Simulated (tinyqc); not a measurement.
# One electron in a tunnel-coupled double dot: charge qubit, sensing and quantum capacitance: several studies

Basis (left, right), H = [[ep/2, tc], [tc, -ep/2]], splitting Om = sqrt(ep^2 + 4 tc^2), ep = al times the gate voltage. In equilibrium the electron is on the right with the chance P_R = [1 + (ep/Om) tanh(Om/2 kB T)]/2.

Values chosen for this exercise:

| symbol | value | unit | meaning |
|---|---|---|---|
| tc | 41 | ueV | tunnel coupling |
| T | 0.34 | K | electron temperature |
| al | 0.11 | eV/V | lever arm of the gate on the detuning |
| f0 | 631 | MHz | resonator frequency |
| se | 2.7 | ueV | deviation of quasi-static detuning noise |

Constants: q = 1.602176634e-19 C, kB = 1.380649e-23 J/K, hbar = 1.054571817e-34 J s, h = 6.62607015e-34 J s, Vt = kB T/q. Results are converted to the units shown.

Each table varies one quantity; the others keep the values above.

## Coherence against detuning

Noise in ep shifts Om by (ep/Om) d + (2 tc^2/Om^3) d^2. For Gaussian d of deviation se the spread of Om is sqrt[(ep se/Om)^2 + 2 (2 tc^2 se^2/Om^3)^2], and T2* is estimated as sqrt(2) hbar/spread; Om T2*/h counts the oscillations within T2*.

Coherence against detuning:
```
ep (ueV),Om (ueV),T2* (ns),oscillations within T2*
0,82.000,14.808,293.60
2.1,82.027,9.9671,197.69
4.1,82.102,6.2613,124.30
8.2,82.409,3.3762,67.277
16,83.546,1.7884,36.129
33,88.391,0.92230,19.712
62,102.80,0.57153,14.207
120,145.34,0.41756,14.674
250,263.10,0.36283,23.083
```

T2* falls from 14.8 to 0.363 ns, towards sqrt(2) hbar/se = 0.345 ns far from the anticrossing; the first row is 40.8 times the last. First and second order are equal near ep = sqrt(2) se/2 = 1.91 ueV.

## Line shape against detuning

q^2 al^2 dP_R/d(ep) splits into Cq = q^2 al^2 (2 tc^2/Om^3) tanh(Om/2 kB T) and Ct = q^2 al^2 (ep/Om)^2/(4 kB T cosh^2(Om/2 kB T)); Ct appears only if relaxation is faster than the drive. A resonator of frequency f0, capacitance Cp and quality factor Q shifts by df = -f0 Cq/(2 Cp) and its phase by -2 Q Cq/Cp. A Ct of 0 means below 1e-6 aF.

Line shape against detuning:
```
ep (ueV),Om (ueV),P_R,Cq (aF),Ct (aF)
0,82.00,0.5000,10.46,0
28.7,86.88,0.6490,8.965,0.3366
57.4,100.1,0.7685,6.086,0.6698
86.1,118.9,0.8498,3.746,0.5794
114.8,141.1,0.9003,2.284,0.3495
143.5,165.3,0.9311,1.433,0.1758
172.2,190.7,0.9501,0.9366,0.08007
200.9,217.0,0.9624,0.6372,0.03442
229.6,243.8,0.9706,0.4495,0.01427
258.3,271.0,0.9765,0.3274,0.005778
287,298.5,0.9807,0.2451,0.002302
```

Cq falls from 10.5 to 0.245 aF, and Ct goes from 0 through a maximum of 0.670 (at ep = 57.4 ueV among the rows listed) to 0.00230 aF. Among the rows listed Ct reaches at most 6.40 % of the peak of Cq, with tc/kB T = 1.4: heat populates the upper level, lowers Cq and adds side lobes.

## Peak signal against tunnel coupling

At ep = 0: q^2 al^2 dP_R/d(ep) splits into Cq = q^2 al^2 (2 tc^2/Om^3) tanh(Om/2 kB T) and Ct = q^2 al^2 (ep/Om)^2/(4 kB T cosh^2(Om/2 kB T)); Ct appears only if relaxation is faster than the drive. The slope dP_R/d(ep) there is tanh(tc/kB T)/(4 tc).

Result of one run:
```
tc (ueV),tc/kB T,Cq (aF),slope (1/ueV),2 tc/h (GHz)
250,8.533,1.939,0.001000,120.9
```

What becomes of these results when the tunnel coupling tc is changed from 250 to 3.1 ueV, all else the same?

Result of the changed run:
```
tc (ueV),tc/kB T,Cq (aF),slope (1/ueV),2 tc/h (GHz)
3.1,0.1058,16.48,0.008501,1.499
```

The whole series:
```
tc (ueV),tc/kB T,Cq (aF),slope (1/ueV),2 tc/h (GHz)
3.1,0.1058,16.48,0.008501,1.499
5.8,0.1980,16.33,0.008423,2.805
11,0.3754,15.81,0.008153,5.320
20,0.6826,14.38,0.007415,9.672
38,1.297,10.98,0.005664,18.38
72,2.457,6.633,0.003422,34.82
130,4.437,3.727,0.001923,62.87
250,8.533,1.939,0.001000,120.9
480,16.38,1.010,5.208e-4,232.1
```

The peak Cq falls from 16.5 to 1.01 aF: it levels off at q^2 al^2/(4 kB T) = 16.5 aF for weak coupling and goes as tc^(-1.00) between the last two rows. Below tc of about kB T the slope measures temperature rather than coupling. For tc = 3.1 2 tc/h is less than three times the drive frequency f0, so the electron cannot follow adiabatically.

tinyqc, about 0.01 s, one thread, Intel Xeon 2.30GHz (shared host): `OMP_NUM_THREADS=1 python tinyqc.py 2470011 2470012 out.jsonl`
